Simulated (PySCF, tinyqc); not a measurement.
Starting guesses with plain Roothaan steps: SCF starting guesses in the sto-6g basis, for H4, spin multiplicity 1. Computed by the program tinyqc with PySCF. RHF with one setting changed at a time; a run stops when the energy changes by less than 1e-09 hartree and the error matrix is below 1e-5. Starts: the lowest orbitals of the core Hamiltonian, of the Wolfsberg-Helmholz matrix (K = 1.75), projected atomic densities, random orbitals, and the highest orbitals of the core Hamiltonian (a deliberately bad start).

Geometry (angstrom):
```
atom       x       y       z
H     0.0000  0.0000  0.0000
H     0.0000  0.0000  1.6120
H     0.0000  0.0000  3.1280
H     0.0000  0.0000  4.7390
```

lowest restricted solution found by these runs and by PySCF = -1.785609 hartree

Largest element of the error matrix X^T (FDS - SDF) X:
```
iteration     core  Wolfsberg-Helmholz  atomic densities   random  highest core orbitals
1          4.5e-01             2.3e-01           6.3e-03  4.5e-01                8.0e-02
2          2.5e-01             8.6e-02           4.0e-02  3.4e-01                2.6e-01
3          1.1e-01             3.2e-02           1.7e-02  3.7e-01                4.5e-01
4          4.3e-02             1.2e-02           7.4e-03  1.7e-01                2.8e-01
5          1.7e-02             4.6e-03           3.1e-03  6.2e-02                1.2e-01
6          6.5e-03             1.8e-03           1.3e-03  2.3e-02                5.0e-02
8          9.7e-04             2.7e-04           2.3e-04  3.3e-03                7.6e-03
10         1.4e-04             4.0e-05           4.1e-05  4.8e-04                1.1e-03
14               -                   -                 -  1.1e-05                2.5e-05
```

How each run ends:
```
run                    iterations  E (hartree)         state
core                           13     -1.78561  lowest found
Wolfsberg-Helmholz             12     -1.78561  lowest found
atomic densities               12     -1.78561  lowest found
random                         15     -1.78561  lowest found
highest core orbitals          16     -1.78561  lowest found
```

What does the comparison show, and why?

5 of 5 runs reach the lowest restricted solution found, in 12 to 16 iterations (fastest: Wolfsberg-Helmholz, atomic densities). The first errors are 5e-01, 2e-01, 6e-03, 5e-01, 8e-02. The restricted reference is unstable here: a spin-polarised solution lies 0.1495 hartree lower (PySCF), so results built on it describe a poor reference.
